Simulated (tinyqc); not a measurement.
Abrupt p-n junction, non-linear Poisson equation by Newton steps: capacitance and field against bias.

One dimension, p side on the left, n side on the right; net doping C = -Na for x < 0 and +Nd for x > 0. The potential psi is counted from the intrinsic level, and the quasi-Fermi potentials are flat: 0 for holes and -V for electrons, so n = ni exp((psi + V)/Vt) and p = ni exp(-psi/Vt) (Boltzmann statistics, full ionisation, no current). Under reverse bias this makes the minority densities vanishingly small everywhere; they play no part in the charge.

The Poisson equation d/dx(eps0 eps_r dpsi/dx) = -q (p - n + C) is solved on a mesh of more than 1000 nodes that ends in neutral material (psi_p = -Vt ln(Na/ni), psi_n = Vt ln(Nd/ni) - V). C_j = q d/dV of the integral of p over x, from the linearised equation. ni = sqrt(Nc Nv) exp(-Eg/(2 Vt)), Eg in volts. Depletion approximation: Vbi = Vt ln(Na Nd/ni^2), W = sqrt(2 eps0 eps_r (Vbi - V)(1/Na + 1/Nd)/q), xp = W Nd/(Na + Nd), xn = W Na/(Na + Nd), peak field 2 (Vbi - V)/W, capacitance eps0 eps_r/W. The last column applies it to an abrupt Na-Nd junction.

Inputs (values chosen for the exercise); band and dielectric values close to those of gallium nitride:
- T = 300 K (temperature)
- Eg = 3.35 eV (band gap)
- eps_r = 9.67 (relative permittivity)
- Nc = 2.3e18 cm^-3 (conduction-band density of states at T)
- Nv = 4.57e19 cm^-3 (valence-band density of states at T)
- Na = 4e16 cm^-3 (acceptor density of the p side)
- Nd = 1.2e16 cm^-3 (donor density of the n side)

Constants: q = 1.602176634e-19 C, kB = 1.380649e-23 J/K, Vt = kB T/q, eps0 = 8.8541878128e-14 F/cm where lengths are in cm. Results are converted to the units shown.

Capacitance and field against bias:

| V (V) | peak \|E\| (kV/cm) | C_j (nF/cm^2) | 1/C_j^2 (cm^4/uF^2) | eps0 eps_r/C_j (nm) | abrupt depletion C (nF/cm^2) |
|---|---|---|---|---|---|
| 0.45 | 93.50 | 15.82 | 3997 | 541.3 | 15.66 |
| -0.71 | 112.9 | 13.10 | 5829 | 653.7 | 13.01 |
| -1.87 | 129.4 | 11.43 | 7661 | 749.4 | 11.36 |
| -3.03 | 144.1 | 10.26 | 9493 | 834.2 | 10.22 |
| -4.19 | 157.4 | 9.397 | 1.133e4 | 911.2 | 9.363 |
| -5.36 | 169.7 | 8.713 | 1.317e4 | 982.7 | 8.686 |
| -6.52 | 181.2 | 8.163 | 1.501e4 | 1049 | 8.141 |
| -7.68 | 191.9 | 7.707 | 1.684e4 | 1111 | 7.688 |
| -8.84 | 202.1 | 7.319 | 1.867e4 | 1170 | 7.303 |
| -10 | 211.8 | 6.984 | 2.050e4 | 1226 | 6.970 |

What does the comparison show?

With V going from 0.45 to -10 V, C_j falls from 15.8 to 6.98 nF/cm^2 and the peak field rises from 93.5 to 212 kV/cm. The slope of 1/C_j^2, read as N = 2/(q eps0 eps_r |slope|), gives 9.23e15 cm^-3 between the first two rows and 9.23e15 cm^-3 between the last two, against Na Nd/(Na + Nd) = 9.23e15 cm^-3; the slopes of all rows agree within 0.01 %, as for uniform doping at both edges. At the end C_j goes as (Vbi - V)^(-0.50) with Vbi = 3.03 V, and it is 0.20 % above the abrupt depletion formula (at the first row 1.0 % above it).

tinyqc, about 0.02 s, one thread, Intel Xeon 2.30GHz (shared host): `OMP_NUM_THREADS=1 python tinyqc.py 2000173 2000174 out.jsonl`
